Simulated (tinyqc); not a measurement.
# Surface potential of a MOS transistor: implicit equation and explicit approximations: what changes with what

p-type body, charge-sheet picture, depletion and inversion only, full ionisation (an idealisation for deep acceptors), Boltzmann statistics (rough once Na exp(x - xn) passes about Nc/7). In units of Vt: xg = (Vg - Vfb)/Vt, x = psi/Vt, G = gamma/sqrt(Vt), xn = (2 phiF + Vc)/Vt. The implicit equation is (xg - x)^2 = G^2 [x - 1 + exp(x - xn)] for x above about 3. Cox = eps0 eox/tox.

Parameters, values chosen for the exercise; band and dielectric values close to those of germanium:
- T = 300 K (temperature)
- Eg = 0.652 eV (band gap)
- eps_r = 16.1 (relative permittivity)
- Nc = 1.06e19 cm^-3 (conduction-band density of states at T)
- Nv = 6.05e18 cm^-3 (valence-band density of states at T)
- eox = 3.9 (relative permittivity of the gate insulator (close to silicon dioxide))
- tox = 2.3 nm (insulator thickness)
- Na = 6.8e16 cm^-3 (acceptor density)
- Vfb = -0.46 V (flat-band voltage)
- Vc = 0.2 V (channel-body voltage)
- Vg = 1.02 V (gate-body voltage)

Constants: q = 1.602176634e-19 C, kB = 1.380649e-23 J/K, Vt = kB T/q, eps0 = 8.8541878128e-14 F/cm where lengths are in cm. Results are converted to the units shown.

Each table varies one quantity; the others keep the values above.

## Accuracy of the approximations against gate voltage

ni = sqrt(Nc Nv) exp(-Eg/(2 Vt)), Eg in volts; phiF = Vt ln(Na/ni); gamma = sqrt(2 q eps0 eps_r Na)/Cox; VT = Vfb + Vt (xn + G sqrt(xn - 1)). Depletion value a = 1 + [sqrt(G^2/4 + xg - 1) - G/2]^2; inversion value b = xn + ln[(xg - xn)^2/G^2 - xn + 1] and first guess y = min(a, b) - ln(1 + exp(-|a - b|)) if a > xn + 1, else b = y = a; one second-order correction with D = exp(y - xn), p = 2 (xg - y) + G^2 (1 + D), w = (xg - y)^2 - G^2 (y - 1 + D): z = y + 2 w/(p + sqrt(p^2 - 2 (2 - G^2 D) w)), or the Newton step z = y + w/p where the root is not real. N_inv = (Cox Vt G/q) [sqrt(x - 1 + exp(x - xn)) - sqrt(x - 1)] at the root. Lambert form (Cox m Vt/q) W0[(G/(2 m sqrt(xn - 1))) exp((Vg - VT)/(m Vt))], m = 1 + G/(2 sqrt(xn - 1)). Errors under 1e-4 mV, and the linear form below VT, are printed as 0.

Accuracy of the approximations against gate voltage:

| Vg (V) | psi (V) | x - xn | error of y (mV) | error of z (mV) | N_inv (cm^-2) | Cox (Vg - VT)/q (cm^-2) | Lambert form (cm^-2) |
|---|---|---|---|---|---|---|---|
| -0.17 | 0.23617 | -14.284 | 0 | 0 | 19405 | 0 | 9069.9 |
| 0.03 | 0.41662 | -7.3039 | 1.49e-3 | 0 | 1.5305e7 | 0 | 1.1938e7 |
| 0.23 | 0.59951 | -0.22932 | 1.47 | 0 | 1.4795e10 | 0 | 1.4846e10 |
| 0.43 | 0.71221 | 4.1300 | 26.6 | 8.55 | 7.5471e11 | 1.8291e12 | 8.3693e11 |
| 0.63 | 0.75221 | 5.6774 | 20.1 | 5.68 | 2.2278e12 | 3.7033e12 | 2.4327e12 |
| 0.83 | 0.77533 | 6.5717 | 15.3 | -1.81 | 3.8705e12 | 5.5774e12 | 4.1664e12 |
| 1.03 | 0.79158 | 7.2002 | 12.5 | -0.794 | 5.5822e12 | 7.4516e12 | 5.9477e12 |
| 1.23 | 0.80408 | 7.6839 | 10.6 | -0.439 | 7.3313e12 | 9.3257e12 | 7.7527e12 |
| 1.43 | 0.81423 | 8.0765 | 9.29 | -0.274 | 9.1040e12 | 1.1200e13 | 9.5718e12 |

What does the comparison show?

psi rises from 0.236 to 0.814 V and ends 8.1 Vt above 2 phiF + Vc. Among the rows the first guess is off by at most 27 mV (at Vg = 0.43 V) and the corrected value by at most 8.5 mV. In the last row the linear form is 23 % above N_inv and the Lambert form 5.1 % above it; in the first row the Lambert form is 53 % below it. For Vg = 0.43, 0.63, 0.83, 1.03, 1.23, 1.43 the electron quasi-Fermi level lies less than 2 Vt below the band edge at the surface, or above it, where degeneracy and confinement, left out, matter.

## Effect of the acceptor density at fixed gate voltage

Same model as above.

Vfb is held fixed.

Effect of the acceptor density at fixed gate voltage:

| Na (cm^-3) | psi (V) | x - xn | error of y (mV) | error of z (mV) | N_inv (cm^-2) | Cox (Vg - VT)/q (cm^-2) | Lambert form (cm^-2) |
|---|---|---|---|---|---|---|---|
| 2.3e15 | 0.7096 | 10.80 | 16.0 | -2.38 | 7.052e12 | 9.707e12 | 7.846e12 |
| 5e15 | 0.7284 | 9.978 | 15.3 | -1.88 | 6.793e12 | 9.261e12 | 7.484e12 |
| 1.1e16 | 0.7474 | 9.136 | 14.5 | -1.47 | 6.489e12 | 8.770e12 | 7.077e12 |
| 2.4e16 | 0.7662 | 8.300 | 13.7 | -1.15 | 6.127e12 | 8.226e12 | 6.616e12 |
| 5.2e16 | 0.7846 | 7.465 | 12.9 | -0.895 | 5.679e12 | 7.602e12 | 6.073e12 |
| 1.1e17 | 0.8020 | 6.643 | 12.2 | -0.711 | 5.120e12 | 6.875e12 | 5.427e12 |
| 2.5e17 | 0.8203 | 5.709 | 11.6 | -0.587 | 4.302e12 | 5.868e12 | 4.517e12 |
| 5.4e17 | 0.8354 | 4.750 | 11.7 | -0.587 | 3.252e12 | 4.623e12 | 3.388e12 |

As Na goes from 2.3e15 to 5.4e17, psi rises from 0.710 to 0.835 V, x - xn falls from 10.8 to 4.75 and N_inv falls from 7.05e12 to 3.25e12 cm^-2. The Lambert form lies between 1.04 and 1.11 times N_inv. In every row the electron quasi-Fermi level lies less than 2 Vt below the band edge at the surface, or above it, where degeneracy and confinement, left out, matter.

Numbers from tinyqc (`OMP_NUM_THREADS=1 python tinyqc.py 2122166 2122167 out.jsonl`; about 0.01 s on one thread of a shared Intel Xeon 2.30GHz).
